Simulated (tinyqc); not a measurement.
Wafer bonding and layer transfer: bond energy, gap closing, particles, bonding of dissimilar wafers and hydrogen blisters: one step, computed by the program tinyqc.

gamma is the energy per area of each of the two surfaces; plates are isotropic.

Problem. Heating a pair with different expansion. M = E/(1 - nu), misfit e = (alpha_2 - alpha_1) dT. Curvature k = 6 M1 M2 t1 t2 (t1 + t2) e/[M1^2 t1^4 + M2^2 t2^4 + 2 M1 M2 t1 t2 (2 t1^2 + 3 t1 t2 + 2 t2^2)]; force per width F = k (M1 t1^3 + M2 t2^3)/(6 (t1 + t2)); at the interface s1 = F/t1 + M1 k t1/2, s2 = -F/t2 - M2 k t2/2; stored biaxial energy U = F^2 [1/(M1 t1) + 1/(M2 t2)] + k^2 (M1 t1^3 + M2 t2^3)/12; the pair can part when U > 2 gamma.

Inputs (values chosen for the exercise, for model wafers):
```
quantity                              value        unit
Young's modulus E1                      138         GPa
Young's modulus E2                      379         GPa
Poisson ratio nu                       0.28           -
thickness t1                            625  micrometre
thickness t2                            200  micrometre
expansion mismatch alpha_2 - alpha_1   -1.7      1e-6/K
heating dT                              275           K
```

Pair: two different wafers.

bond energy gamma = 0.1205391 J/m^2

Give: curvature; force per width; stress in wafer 1 at the interface; stress in wafer 2 at the interface; stored energy U; largest dT for this gamma.

Solution.

curvature = -0.78388 1/m

force per width = -8.0771 kN/m

stress in wafer 1 at the interface = -59.875 MPa

stress in wafer 2 at the interface = 81.648 MPa

stored energy U = 3.7761 J/m^2

largest dT for this gamma = 69.485 K

U exceeds 2 gamma: the pair can debond; the bond strengthens on heating, so slow ramps or thinning one wafer first help. Caution: on a wafer of 100 mm the sag k R^2/2 would exceed half the thickness of the pair, beyond the small-deflection theory: the plate stiffens.
